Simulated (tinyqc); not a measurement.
Depletion-mode phase shifter in a rib waveguide and its Mach-Zehnder modulator: one step of the calculation.

A lateral p-n junction at x0 in a waveguide whose mode intensity is a Gaussian of rms width s about x = 0; p side at smaller x. Reverse bias removes carriers and raises the index. Abrupt junction, doping uniform over the whole mode, lumped electrode (no travelling-wave effects).

Problem. Depletion edges and mode overlap. W = sqrt(2 eps0 eps_r (Vb + V)(1/Na + 1/Nd)/q); edges xp = x0 - W Nd/(Na + Nd), xn = x0 + W Na/(Na + Nd); F(x) = [1 + erf(x/(sqrt(2) s))]/2.

Values chosen for this exercise; values close to those of silicon near 1550 nm: relative permittivity of the semiconductor eps_r = 11.7; acceptor density Na = 4.8e17 cm^-3; donor density Nd = 6.2e17 cm^-3; built-in voltage Vb = 0.98 V; rms width of the lateral mode intensity s = 130 nm; junction offset towards the n side x0 = 0 nm; reverse bias V = 1 V.

Constants: q = 1.602176634e-19 C, eps0 = 8.8541878128e-14 F/cm where lengths are in cm. Results are converted to the units shown.

Give: W at 0 and at V; edge; F.

Solution.

W at 0 and at V (nm): [68.44, 97.28]

```
edge   edge (nm)       F
xp(0)     -38.58  0.3833
xn(0)      29.87  0.5909
xp(V)     -54.83  0.3366
xn(V)      42.45  0.6280
```

Program tinyqc, `OMP_NUM_THREADS=1 python tinyqc.py 2650117 2650118 out.jsonl`; Intel Xeon 2.30GHz, shared host, one thread, about 0.01 s.
